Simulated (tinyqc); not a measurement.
# From one set of inputs to another, one input at a time

Model: out-diffusion of a doped substrate or buried layer into a growing epitaxial film. Computed by tinyqc, a small Python program. Command: `OMP_NUM_THREADS=1 python tinyqc.py 3013231 3013232 out.jsonl buried ladder`. One thread of a shared host (Intel(R) Xeon(R) Processor @ 2.30GHz), about 0.01 s of CPU time with the checks.

x is counted from the original substrate surface into the film, whose surface moves as x = v t. Substrate dopant has one diffusivity; the dopant of the film is taken as uniform.

The inputs printed are set A. Set A is modelled on phosphorus in silicon; the values taken over come from a set modelled on arsenic in silicon. Inputs not listed in the table keep their values of set A, so the rows need not describe a real material.

Inputs (values chosen for the exercise, modelled on phosphorus in silicon): prefactor D0 = 4.43 cm^2/s; activation energy E = 3.64 eV; substrate concentration C_s = 1.5e+18 1/cm^3; film doping C_e = 1.3e+16 1/cm^3; growth rate v = 0.073 um/min; film thickness d = 1.2 um; growth temperature T = 950 C; autodoping level at the start, as a share of C_s = 0.0004; decay length of autodoping = 0.56 um; later thermal budget (Dt)2 = 4.8e-11 cm^2.

Film doping: same type as the substrate.

Constants: k_B = 8.617333262e-05 eV/K.

Method:
- D = D0 exp(-E/(k_B T)); growth time t = d/v; l = 2 sqrt(D t); growth number G = v t/l = d/l; 1 um = 1e-4 cm.
- Temperatures in kelvin are T(C) + 273.15.
- After growth and the later budget: l2 = 2 sqrt(D t + (Dt)2); C(x) = (C_s/2) erfc(x/l2) + share x C_s exp(-x/decay length) for x > 0 (autodoping taken as unchanged by the later budget). The transition x_t solves C(x) = C_e, where the total doping is twice the intended value.
- Usable film = d - x_t. Also give x_t for the erfc term alone, after growth and after the later budget.

Each row keeps all changes above it:
```
input moved                                               from         to  x_t after growth, erfc alone (um)  x_t with autodoping (um)  usable film (um)
set A                                                        -          -                           0.070505                   0.24472           0.95528
decay length of autodoping (um)                           0.56       0.59                           0.070505                   0.24474           0.95526
autodoping level at the start, as a share of C_s        0.0004      1e-05                           0.070505                   0.24360           0.95640
prefactor D0 (cm^2/s) and activation energy E (eV)  4.43, 3.64  7.7, 4.03                           0.014615                   0.23363           0.96637
growth temperature T (C)                                   950       1075                           0.086021                   0.24854           0.95146
film thickness d (um)                                      1.2       0.44                           0.052088                   0.23892           0.20108
growth rate v (um/min)                                   0.073       0.16                           0.035184                   0.23582           0.20418
```

Which inputs carry the difference?

x_t after growth, erfc alone goes from 0.0705 to 0.0352, a factor 0.499 in all. The largest single move comes from growth temperature T (a factor 5.89), but it runs against the net change; the largest move in the direction of the net change is prefactor D0 with activation energy E (a factor 0.207). x_t with autodoping goes from 0.245 to 0.236, a factor 0.964 in all. The largest single move comes from growth temperature T (a factor 1.06), but it runs against the net change; the largest move in the direction of the net change is prefactor D0 with activation energy E (a factor 0.959). Usable film goes from 0.955 to 0.204, a factor 0.214 in all. The largest single move comes from film thickness d (a factor 0.211). The single moves hold for this order of the switches; the total does not depend on the order.

Extremes, crossings and ranges named in words are read from the listed rows.
